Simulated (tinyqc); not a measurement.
Koster-Slater impurity in a tight-binding band, by Green functions and by supercells: one step, computed by the program tinyqc.

One orbital per site, e(k) = -2 t sum cos(k_i) over 3 direction(s), band from -6 t to 6 t, lattice constant 1. One site has the extra energy U. Spin is left out.

Problem. The level in the supercell. In a periodic cell of N sites along each direction with Bloch vector K, the level solves 1/U = N^-d sum_k 1/(E - e(k)), k_i = (2 pi m_i + K_i)/N, m_i = 0..N-1; the outermost root on the side of U is taken (bisection). d is the number of directions. Gamma means K_i = 0, the zone corner K_i = pi, the quarter point K_i = pi/2. The error is measured against the isolated level E_b.

Inputs (values chosen for the exercise, for a model band): hopping t = 1 eV; impurity potential U = -5.7 eV; supercell edge N = 3 sites.

Lattice: simple cubic.

level E_b = -6.877078 eV

Give: level at Gamma; level at the corner; level at the quarter point; error at Gamma; width between Gamma and the corner.

Solution.

level at Gamma = -7.182 eV

level at the corner = -6.608 eV

level at the quarter point = -6.869 eV

error at Gamma = -0.3052 eV

width between Gamma and the corner = 0.5741 eV

Images turn the level into a band 0.574 eV wide; the quarter point misses the isolated level by 0.0082 eV, far less than Gamma, because the leading hopping between images averages out there.
